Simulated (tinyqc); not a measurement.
Two-step dopant diffusion (predeposition and drive-in) with a constant diffusivity: one step, computed by the program tinyqc. Command: `OMP_NUM_THREADS=1 python tinyqc.py 3017230 3017231 out.jsonl dopdiff walk`. One thread of a shared host (Intel(R) Xeon(R) Processor @ 2.30GHz), about 0.07 s of CPU time with the checks.

Fick diffusion into a half space x > 0 whose background doping C_B is of the opposite type, so that a junction lies where C = C_B.

Problem. Thermal budget with ramps. D = D0 exp(-E/(k_B T)). Temperatures in kelvin are T(C) + 273.15. One ramp between the stand-by temperature and T2 adds int D dT / rate (40-point Gauss-Legendre); the usual estimate counts it as an extra time k_B T2^2/(E rate) at T2. (Dt)2 = D2 t2 + two ramps, times in seconds.

Inputs (values chosen for the exercise, modelled on aluminium in silicon):

| quantity | value | unit |
|---|---|---|
| prefactor D0 | 1.68 | cm^2/s |
| activation energy E | 3.42 | eV |
| predeposition temperature T1 | 900 | C |
| drive-in temperature T2 | 1150 | C |
| drive-in time t2 | 30 | min |
| ramp rate | 20 | C/min |
| stand-by temperature | 800 | C |

Furnace ramps of the drive-in: linear ramps.

D2 = 1.300524e-12 cm^2/s

Constants: k_B = 8.617333262e-05 eV/K.

Give: budget of one ramp; estimated extra time of one ramp; drive-in budget (Dt)2.

Solution.

budget of one ramp = 1.862e-10 cm^2

estimated extra time of one ramp = 2.552 min

drive-in budget (Dt)2 = 2.713e-09 cm^2

The integral equals 2.39 min at T2, against the estimate 2.55 min; both ramps make 14 % of the budget.
